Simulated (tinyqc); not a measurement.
# Changing the aspect ratio a

Model: atomic layer deposition: Langmuir saturation, growth per cycle and coating of deep features. Computed by tinyqc, a small Python program. Command: `OMP_NUM_THREADS=1 python tinyqc.py 3009764 3009765 out.jsonl ald sweep`. One thread of a shared host (Intel(R) Xeon(R) Processor @ 2.30GHz), about 0.01 s of CPU time with the checks.

Precursor A sticks only on free sites, so a long enough pulse saturates; co-reactant B then frees the sites again.

Inputs (values chosen for the exercise, modelled on zinc oxide from diethylzinc and water): precursor mass M = 124 u; site density q = 7.6 1/nm^2; sticking probability beta on free sites = 0.0014; precursor pressure p = 2 Pa; temperature T = 125 C; pulse time t = 2.3 s; desorption energy E_d = 1.53 eV.

Feature: round hole.

Constants: u = 1.6605390666e-27 kg; k_B = 1.380649e-23 J/K; k_B = 8.617333262e-05 eV/K.

Method:
- Wall flux F = p/sqrt(2 pi M k_B T); rate of filling k_a = beta F/q; desorption k_d = 1e13 exp(-E_d/(k_B T)) per second. 1/m^2 = 1e-18/nm^2.
- Temperatures in kelvin are T(C) + 273.15.
- Diffusion-limited filling (Gordon) of a round hole of diameter w: a saturation front at depth z needs dz/dt = D_K n/(z (4q/w)), with Knudsen D_K = w c/3 and F = n c/4; including the entrance and floor terms, t = (q/F)(1 + 19a/4 + 3a^2/2). Reaction-limited filling needs ln(100)/k_a at any depth, k_a = beta F/q. Flow is molecular. The front picture holds when the modulus a sqrt(beta) is well above 1.
- Depth reached by the given pulse: solve the same formula for a. Exposure = p x diffusion-limited time; 1 langmuir = 1.33322e-4 Pa s.

One run for each value:
```
aspect ratio a  diffusion-limited time (s)  exposure (langmuir)     modulus
1                               2.3233e-03           3.4853e+01  3.7417e-02
2.2                             5.9958e-03           8.9945e+01  8.2316e-02
4.7                             1.8093e-02           2.7142e+02  1.7586e-01
10                              6.3611e-02           9.5425e+02  3.7417e-01
22                              2.6646e-01           3.9973e+03  8.2316e-01
49                              1.2290e+00           1.8437e+04  1.8334e+00
110                             5.9841e+00           8.9769e+04  4.1158e+00
230                             2.5779e+01           3.8672e+05  8.6058e+00
500                             1.2093e+02           1.8142e+06  1.8708e+01
```

Over the rows, diffusion-limited time (s) rises from 0.00232 to 121 (exponent d ln y / d ln x 1.2 between the first rows and 2.0 between the last); exposure (langmuir) rises from 34.9 to 1.81e6 (exponent d ln y / d ln x 1.2 between the first rows and 2.0 between the last); modulus rises from 0.0374 to 18.7 (exponent d ln y / d ln x about 1.0 throughout). At the high end the exponent of diffusion-limited time is 1.99, close to 2: diffusion into a deep feature. The wall area to coat grows as a and the conductance to the front falls as 1/a, hence a^2 for deep features.

Caution (rows 1.00, 2.20, 4.70, 10.0, 22.0, 49.0): the modulus is not well above 1 or the Gordon time is under three times ln(100)/k_a, so there is no sharp front: the Gordon time is only a lower bound and the reaction time must be met as well.
